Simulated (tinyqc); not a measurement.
Shrinking the mesa: defect, radiative and Auger recombination at equal electron and hole densities (ABC model).

J/(e d) = Ae n + B n^2 + C n^3 with Ae = A + 4 S/w (four side walls, carriers spread evenly), e = 1.602176634e-19 C, lengths in cm; internal efficiency IQE = B n^2/(Ae n + B n^2 + C n^3); all injected carriers recombine in the layer.

Values chosen for the exercise (orders of magnitude like those quoted for Si; not measured data):

| symbol | value | unit | meaning |
|---|---|---|---|
| A | 32000 | 1/s | defect rate |
| B | 5.7e-15 | cm^3/s | radiative coefficient |
| C | 3.2e-30 | cm^6/s | Auger coefficient |
| d | 87000 | nm | active thickness |
| S2 | 28 | cm/s | recombination velocity of the side walls in this comparison |
| J | 1.6 | A/cm^2 | current density |

S = S2; w takes the values listed.

Results:

| w (micrometre) | Ae (1/s) | IQE_max | J at the peak (A/cm^2) | IQE at J |
|---|---|---|---|---|
| 200 | 3.76e+04 | 0.00815 | 11.5 | 0.00402 |
| 100 | 4.32e+04 | 0.00761 | 14.1 | 0.00318 |
| 50 | 5.44e+04 | 0.00678 | 19.9 | 0.00210 |
| 20 | 8.80e+04 | 0.00534 | 40.9 | 0.000833 |
| 10 | 1.44e+05 | 0.00418 | 85.5 | 0.000314 |
| 5 | 2.56e+05 | 0.00314 | 202 | 9.98e-05 |
| 2 | 5.92e+05 | 0.00207 | 711 | 1.87e-05 |
| 1 | 1.15e+06 | 0.00148 | 1.93e+03 | 4.93e-06 |

The walls equal the bulk defect rate at w = 4 S/A = 35 micrometre. From 200 to 1 micrometre the peak efficiency falls from 0.00815 to 0.00148 and moves to a current 168 times higher; at the fixed J the efficiency goes from 0.00402 to 4.93e-06. For large w diffusion to the walls, left out here, would limit the loss. Rows with w below the thickness of the layer describe needles rather than mesas and are formal.

(tinyqc, `OMP_NUM_THREADS=1 python tinyqc.py 1650036 1650037 out.jsonl`, Intel(R) Xeon(R) Processor @ 2.30GHz, 1 thread, shared host, about 0.01 s.)
